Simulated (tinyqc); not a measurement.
Lossy on-chip transmission line with skin effect: two steps of the calculation.

A uniform line in a homogeneous dielectric: c = sqrt(er)/(c0 Z0), l = Z0 sqrt(er)/c0 (c0 = 299792458 m/s), g = w c td, w = 2 pi f. The resistance joins its limits as r = sqrt(r_dc^2 + r_hf^2), with r_dc = rho/(wd th), r_hf = kr rho/(2 delta (wd + th)), delta = sqrt(rho/(pi f mu0)), mu0 = 4 pi 1e-7 H/m; this is an interpolation, and internal inductance, up to 0.05 nH/mm at low frequency, is neglected.

Values chosen for this exercise:
```
symbol  value  unit            meaning
len         5    mm             length
Rg         10   ohm  source resistance
RL       1000   ohm    load resistance
CL         20    fF   load capacitance
f         5.5   GHz          frequency
```

Task 1. Propagation constant and impedance. gamma = sqrt((r + i w l)(g + i w c)) = alpha + i beta, Zc = sqrt((r + i w l)/(g + i w c)), roots with positive real part; loss 8.685889638 alpha in dB; phase velocity w/beta.

r = 24.247861 ohm/mm
l = 0.32936815 nH/mm
c = 131.74726 pF/m
g = 0.022764293 S/m

Find: gamma len; Zc; loss; phase velocity over c0; r/(w l).

Result 1.

gamma len = 0.940+1.472i
Zc = 64.85-40.97i ohm
loss = 1.633 dB/mm
phase velocity over c0 = 0.3917
r/(w l) = 2.130

r exceeds w l, so the line behaves mainly as an RC line at this frequency.

Task 2. Reflection, input impedance and transfer. ZL = 1/(1/RL + i w CL); reflection (ZL - Zc)/(ZL + Zc); Zin = Zc (ZL + Zc tanh(gamma len))/(Zc + ZL tanh(gamma len)); H = V_load/V_source = [Zin/(Zin + Rg)]/[cosh(gamma len) + (Zc/ZL) sinh(gamma len)].

gamma len = 0.9399931+1.4715026i
Zc = 64.845665-40.968209i ohm

Find: ZL; reflection at the load; Zin; H; |H|.

Result 2.

ZL = 676.7-467.7i ohm
reflection at the load = 0.8295-0.0064i
Zin = 48.90-34.34i ohm
H = 0.0277-0.7144i
|H| = -2.914 dB

Computed by the program tinyqc: `OMP_NUM_THREADS=1 python tinyqc.py 2810143 2810144 out.jsonl`, one thread of a shared Intel Xeon 2.30GHz, about 0.01 s for the whole run.
